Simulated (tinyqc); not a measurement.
Raman line shape of confined optical phonons and breathing modes of small crystals: one step, computed by the program tinyqc.

Confinement in 3 direction(s) lets phonons with q away from zero scatter light. q is in units of 2 pi/a, from 0 to 1, and the branch is isotropic: omega(q)^2 = (omega_0^2 + omega_X^2)/2 + ((omega_0^2 - omega_X^2)/2) cos(pi q). The model and its constant beta are phenomenological; beta = 8 is the common choice.

Question. Range of wave vectors. Weight W(q) = q^2 exp(-(2 L q/a)^2/(2 beta)) dq, that is exp(-k^2 L^2/(2 beta pi^2)) for k = 2 pi q/a. Width q_c = a sqrt(2 beta)/(2 L), where the exponential falls to 1/e; curvature of the branch: omega(q) = omega_0 - c q^2, c = pi^2 (omega_0^2 - omega_X^2)/(8 omega_0); for small q_c the mean of q^2 is (number of confined directions) q_c^2/2, and the mean shift is -c times that.

Inputs (values chosen for the exercise, modelled on silicon):
```
quantity                                value      unit
bulk frequency omega_0                  521.2      1/cm
frequency at the zone boundary omega_X    403      1/cm
lattice constant a                      5.431  angstrom
size L                                    5.9        nm
confinement constant beta                   8         -
```

Shape: sphere.

Give: q_c; curvature c; mean shift, quadratic estimate; omega(q_c) - omega_0.

Answer.

q_c = 0.18410 2 pi/a

curvature c = 258.58 1/cm

mean shift, quadratic estimate = -13.146 1/cm

omega(q_c) - omega_0 = -8.5933 1/cm
